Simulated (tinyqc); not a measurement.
Single-domain magnet: Stoner-Wohlfarth switching, Neel-Arrhenius retention, LLG dynamics and spin torque: one step, computed by the program tinyqc. Command: `OMP_NUM_THREADS=1 python tinyqc.py 3013653 3013654 out.jsonl macro walk`. One thread of a shared host (Intel(R) Xeon(R) Processor @ 2.30GHz), about 0.01 s of CPU time with the checks.

The moment is uniform, with unit vector m; z is the easy axis. mu_0 = 1.25663706212e-6 T m/A, gamma = 1.76085963023e11 rad/(s T).

Question. Spin-transfer switching. For axial symmetry and a polariser along z: I_c0 = (4 e alpha/(hbar eta)) K_eff V; relaxation time tau_D = (1 + alpha^2)/(alpha gamma mu_0 H_K); thermal start angle theta_0 = 1/sqrt(2 Delta); switching time about tau_D ln(pi/(2 theta_0))/(I/I_c0 - 1); precession frequency gamma mu_0 H_K/(2 pi (1 + alpha^2)).

Inputs (values chosen for the exercise, for a model magnet):
```
quantity,value,unit
temperature T,300,K
damping alpha,0.012,-
spin-torque efficiency eta,0.48,-
drive I/I_c0,4.7,-
```

Shape: thin disc, easy axis normal to it.

K_eff = 65.07496 kJ/m^3

volume V = 664.7610 nm^3

stability factor Delta = 10.44419

anisotropy field mu_0 H_K = 0.3213578 T

Constants: e = 1.602176634e-19 C; hbar = 1.054571817e-34 J s.

Give: critical current I_c0; Delta/I_c0; tau_D; switching time, estimate; precession frequency.

Answer.

critical current I_c0 = 6.572 microampere

Delta/I_c0 = 1.589 1/microampere

tau_D = 1.473 ns

switching time, estimate = 0.7847 ns

precession frequency = 9.005 GHz

Caution: a flat cylinder has a smaller N_z than the spheroid of the same t/d, so K_eff of a real disc is larger.
